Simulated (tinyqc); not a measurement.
From results back to parameters: metal-induced gap states at the contact of a metal chain and a two-band chain. Five cases, with inputs chosen for the exercise.

Problem. With gap states the barrier for electrons is phi = S (W - chi - p) + p, W being the work function of the metal, S the pinning factor and p the depth of the neutrality level below the conduction edge. The barriers for two metals come from hidden S and p, those of the chain and not of a measured contact.

Case 1.

Values chosen (out of a larger set: gap and optical dielectric constant near those of GaN; the chain itself is a model; not measured data):
- W1 = 4.39 eV (work function of metal 1)
- W2 = 5.57 eV (of metal 2)
- chi = 4.16 eV (electron affinity)

barriers (eV): metal 1 0.84125, metal 2 1.44423

Case 2.

Values chosen (out of a larger set: gap and optical dielectric constant near those of Si; the chain itself is a model; not measured data):
- W1 = 4.47 eV (work function of metal 1)
- W2 = 5.06 eV (of metal 2)
- chi = 4.11 eV (electron affinity)

barriers (eV): metal 1 0.53917, metal 2 0.57280

Case 3.

Values chosen (out of a larger set: gap and optical dielectric constant near those of GaN; the chain itself is a model; not measured data):
- W1 = 4.43 eV (work function of metal 1)
- W2 = 5.51 eV (of metal 2)
- chi = 3.99 eV (electron affinity)

barriers (eV): metal 1 1.47740, metal 2 1.98284

Case 4.

Values chosen (out of a larger set: gap and optical dielectric constant near those of HfO2; the chain itself is a model; not measured data):
- W1 = 4.4 eV (work function of metal 1)
- W2 = 5.35 eV (of metal 2)
- chi = 2.37 eV (electron affinity)

barriers (eV): metal 1 2.32014, metal 2 3.10104

Case 5.

Values chosen (out of a larger set: gap and optical dielectric constant near those of Si; the chain itself is a model; not measured data):
- W1 = 4.25 eV (work function of metal 1)
- W2 = 5.34 eV (of metal 2)
- chi = 3.91 eV (electron affinity)

barriers (eV): metal 1 0.65752, metal 2 0.78614

Find: S, p (eV).

Solution. The slope of the barrier against W is S; then p = (phi1 - S (W1 - chi))/(1 - S).

Case 1.

S, p (eV): 0.511  1.480

Case 2.

S, p (eV): 0.057  0.550

Case 3.

S, p (eV): 0.468  2.390

Case 4.

S, p (eV): 0.822  3.660

Case 5.

S, p (eV): 0.118  0.700

Computed by tinyqc, one run a case: `OMP_NUM_THREADS=1 python tinyqc.py N N+1 out.jsonl` with N = 1481816, 1481832, 1481853, 1481860, 1481863; one thread of a shared Intel(R) Xeon(R) Processor @ 2.30GHz, about 0.01 s a run at most.
